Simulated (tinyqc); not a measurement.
# Resistance of a circular point contact between the ballistic and the diffusive limit, step by step

Computed by the program tinyqc: `OMP_NUM_THREADS=1 python tinyqc.py 2760127 2760128 out.jsonl`, one thread of a shared Intel Xeon 2.30GHz, about 0.01 s for the whole run. Printed values are rounded.

Two half-spaces of a free-electron metal (one valley, spin 2) meet through a circular opening of radius a in an insulating sheet.

Parameters, values chosen for the exercise: free-electron density n = 4.2e21 cm^-3; mean free path l = 6.3 nm; radius of the opening a = 4.5 nm.

Constants: q = 1.602176634e-19 C, hbar = 1.054571817e-34 J s. Results are converted to the units shown.

## Fermi wave number and resistivity

kF = (3 pi^2 n)^(1/3), resistivity rho = hbar kF/(n q^2 l). Maxwell: RM = rho/(2 a); Sharvin: RS = 4 rho l/(3 pi a^2); interpolation R = RS + gamma RM, gamma = (1 + 0.83 K)/(1 + 1.33 K), K = l/a.

kF = 4.99141 1/nm
rho = 77.4977 uohm cm
modes (kF a)^2/4 = 126.128

## Resistances

As before.

RM = 86.1086 ohm
RS = 102.328 ohm
gamma = 0.755416
R = 167.376 ohm

The Sharvin term makes up 61.1 % of R; it equals (h/2q^2) over the number of modes.
